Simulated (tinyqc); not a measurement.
Inside a calculation. Model: reset of a mushroom phase-change cell, hemispherical electro-thermal model.

Computed by the program tinyqc: `OMP_NUM_THREADS=1 python tinyqc.py 2490057 2490058 out.jsonl`, one thread of a shared Intel Xeon 2.30GHz, about 0.01 s for the whole run. Printed values are rounded.

Current spreads from a hemispherical contact of radius r0 into a large dome with constant rho and ka: j = I/(2 pi r^2). With s = r0/r the steady rise is T - T0 = c (b s - s^2), c = I^2 rho/(8 pi^2 ka r0^2). The heat lost through the heater, (T(r0) - T0)/Rh, fixes b = (2 + g)/(1 + g), g = 1/(2 pi ka r0 Rh).

Inputs (values chosen for the exercise); values of the order of Ge-Sb-Te and related chalcogenides: ambient temperature T0 = 300 K; melting point Tm = 894 K; radius of the heater contact r0 = 37 nm; resistivity of the hot chalcogenide rho = 7 mohm cm; its thermal conductivity ka = 1.45 W/(m K); thermal resistance of the path through the heater Rh = 40 K/uW; reset current I = 1600 uA.

Range of the model: Constant properties, no latent heat, thermoelectric terms, boundary resistance or heating in the heater itself.

## Constants and melting current

The peak lies at s = b/2 with the rise c b^2/4; melting starts at the current where that equals Tm - T0, and the molten shell spans the roots of s^2 - b s + (Tm - T0)/c = 0 (s at most 1). Electrical resistance rho/(2 pi r0).

g = 0.0741635
b = 1.93096
resistance = 0.301104 kohm
radius of the peak = 38.3230 nm
melting current = 1194.49 uA
power at that current = 429.616 uW

## Temperature profile and molten shell

r, point 0 to 7 (nm): [37, 42.5, 50, 59.2, 74, 96.2, 129.5, 185]

As before.

c = 1143.34 K
T, point 0 to 7 (K): [1364.40, 1355.47, 1307.64, 1233.22, 1118.04, 980.000, 837.451, 695.816]
peak T = 1365.77 K
inner radius of the melt = 37 nm
outer radius of the melt = 114.507 nm

The melt reaches the contact. In this hemispherical model any closed shell already blocks the current after the quench.
